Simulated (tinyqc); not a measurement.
# Pillar capacitor in an array: capacitance, non-linearity, leakage and relaxation: effects of single changes

A film between two metal electrodes, each interface adding a series capacitance ci. The small-signal permittivity is ek (1 + aq E^2); the field is found with the linear permittivity. Leakage J = J0 sinh(E/Ef). After a voltage step the film passes a relaxation current kr C V tt^(-nr), tt being the time in seconds. The sidewall is a coaxial capacitor with radii a = dm/2 and b = dm/2 + t, depth AR dm; the end face is left out.

Parameters, values chosen for the exercise; permittivity of the order of that of silicon nitride: relative permittivity of the film ek = 6.57; film thickness t = 12 nm; capacitance of each electrode interface (dead layer and screening) ci = 220 uF/cm^2; quadratic field coefficient of the permittivity aq = 0.0028 cm^2/MV^2; bias V = 0.6 V; exponent of the relaxation current nr = 0.949; strength of the relaxation kr = 0.005; leakage prefactor J0 = 9.8e-11 A/cm^2; field for an e-fold rise of the leakage Ef = 0.31 MV/cm; diameter of the pillar dm = 130 nm; pitch of the square array pt = 230 nm; resistivity of the inner electrode rho = 190 uohm cm; duration of the write pulse t0 = 1e-7 s.

Constants: eps0 = 8.8541878128e-14 F/cm where lengths are in cm. Results are converted to the units shown.

Each table varies one quantity; the others keep the values above.

## Capacitance, non-linearity and leakage against thickness

Planar film: Cf = eps0 ek/t, 1/C = 1/Cf + 2/ci, EOT = 3.9 eps0/C, effective permittivity C t/eps0, E = (V/t) C/Cf; quadratic coefficient [C(V)/C - 1]/V^2 with Cf (1 + aq E^2) in C(V).

Capacitance, non-linearity and leakage against thickness:

| t (nm) | C (uF/cm^2) | EOT (nm) | effective permittivity | E (MV/cm) | quadratic coefficient (ppm/V^2) | J (A/cm^2) |
|---|---|---|---|---|---|---|
| 2.5 | 2.2787 | 1.5154 | 6.4339 | 2.3503 | 42060 | 9.6123e-8 |
| 3.7 | 1.5501 | 2.2277 | 6.4774 | 1.5988 | 19598 | 8.5110e-9 |
| 5.5 | 1.0476 | 3.2962 | 6.5074 | 1.0805 | 8994.0 | 1.5979e-9 |
| 8.2 | 0.70487 | 4.8990 | 6.5279 | 0.72702 | 4084.6 | 5.0665e-10 |
| 12 | 0.48264 | 7.1547 | 6.5412 | 0.49781 | 1919.0 | 2.3428e-10 |
| 18 | 0.32223 | 10.716 | 6.5508 | 0.33236 | 856.62 | 1.2638e-10 |
| 27 | 0.21503 | 16.059 | 6.5572 | 0.22179 | 381.84 | 7.6250e-11 |
| 40 | 0.14524 | 23.776 | 6.5613 | 0.14980 | 174.31 | 4.9221e-11 |
| 60 | 0.096868 | 35.648 | 6.5642 | 0.099912 | 77.572 | 3.2135e-11 |

Read the table: what changes, and by how much?

C falls from 2.28 to 0.0969 uF/cm^2 while the effective permittivity goes from 6.43 to 6.56 (ek = 6.57). EOT is a straight line in t with slope 3.9/ek = 0.594 and intercept 0.0314 nm. The quadratic coefficient goes as t^(-1.95) between the first two rows and t^(-2.00) between the last two (-2 without interfaces), and J falls by 3.48 decades. For t = 2.5, 3.7 direct tunnelling, left out, would add to the leakage.

## Cell against the aspect ratio

Per length 1/c = ln(b/a)/(2 pi eps0 ek) + (1/a + 1/b)/(2 pi ci); cell capacitance c AR dm; per footprint over pt^2; fields c V/(2 pi eps0 ek r) at r = a and b; resistance of the inner electrode rho AR dm/(pi a^2); time constant R C/3 of the distributed line.

The same in every row: field at a (MV/cm) = 0.5424; field at b (MV/cm) = 0.4579.

Result of one run:

| AR | cell capacitance (fF) | per footprint (uF/cm^2) | R (kohm) | R C/3 (ps) |
|---|---|---|---|---|
| 5 | 1.396 | 2.639 | 0.09304 | 0.04330 |

What becomes of these results when the aspect ratio, depth over diameter AR is changed from 5 to 10, all else the same?

Result of the changed run:

| AR | cell capacitance (fF) | per footprint (uF/cm^2) | R (kohm) | R C/3 (ps) |
|---|---|---|---|---|
| 10 | 2.792 | 5.278 | 0.1861 | 0.1732 |

The whole series:

| AR | cell capacitance (fF) | per footprint (uF/cm^2) | R (kohm) | R C/3 (ps) |
|---|---|---|---|---|
| 5 | 1.396 | 2.639 | 0.09304 | 0.04330 |
| 10 | 2.792 | 5.278 | 0.1861 | 0.1732 |
| 20 | 5.585 | 10.56 | 0.3722 | 0.6928 |
| 30 | 8.377 | 15.84 | 0.5583 | 1.559 |
| 50 | 13.96 | 26.39 | 0.9304 | 4.330 |
| 70 | 19.55 | 36.95 | 1.303 | 8.487 |
| 100 | 27.92 | 52.78 | 1.861 | 17.32 |

As AR goes from 5 to 100, the cell capacitance rises from 1.40 to 27.9 fF, the capacitance per footprint rises from 2.64 to 52.8 uF/cm^2, the ratio of the two fields stays at 1.18 and R C/3 rises from 0.0433 to 17.3 ps; the time constant goes as AR^(2.00) between the first two rows and AR^(2.00) between the last two.

## Charge lost after writing

Planar film: Cf = eps0 ek/t, 1/C = 1/Cf + 2/ci, EOT = 3.9 eps0/C, effective permittivity C t/eps0, E = (V/t) C/Cf. A capacitor written for t0 and then left open loses, as a share of C V, kr (tt^(1 - nr) - t0^(1 - nr))/(1 - nr) by relaxation and J tt/(C V) by leakage; both are taken as small, and rows far outside that range are left out.

The same in every row: leakage current (nA/cm^2) = 0.2343.

Charge lost after writing:

| tt (s) | relaxation current (nA/cm^2) | loss by relaxation (%) | loss by leakage (%) | total loss (%) |
|---|---|---|---|---|
| 1e-6 | 7.157e5 | 0.5370 | 8.090e-8 | 0.5370 |
| 1e-5 | 8.049e4 | 1.141 | 8.090e-7 | 1.141 |
| 0.0001 | 9052 | 1.820 | 8.090e-6 | 1.820 |
| 0.001 | 1018 | 2.584 | 8.090e-5 | 2.584 |
| 0.01 | 114.5 | 3.443 | 8.090e-4 | 3.443 |
| 0.1 | 12.87 | 4.408 | 0.008090 | 4.417 |
| 1 | 1.448 | 5.495 | 0.08090 | 5.576 |
| 10 | 0.1628 | 6.716 | 0.8090 | 7.525 |
| 100 | 0.01831 | 8.090 | 8.090 | 16.18 |

The two currents are equal at tt = 6.82 s. The loss by relaxation grows from 0.537 to 8.09 %, by 0.604 points over the first decade and 1.37 over the last, while the loss by leakage grows tenfold a decade. Leakage is the larger loss for tt = 100 s. For tt = 100 the falling voltage would already cut the leakage, so the linear estimate overstates the loss.

Program tinyqc, `OMP_NUM_THREADS=1 python tinyqc.py 2102067 2102068 out.jsonl`; Intel Xeon 2.30GHz, shared host, one thread, about 0.01 s.
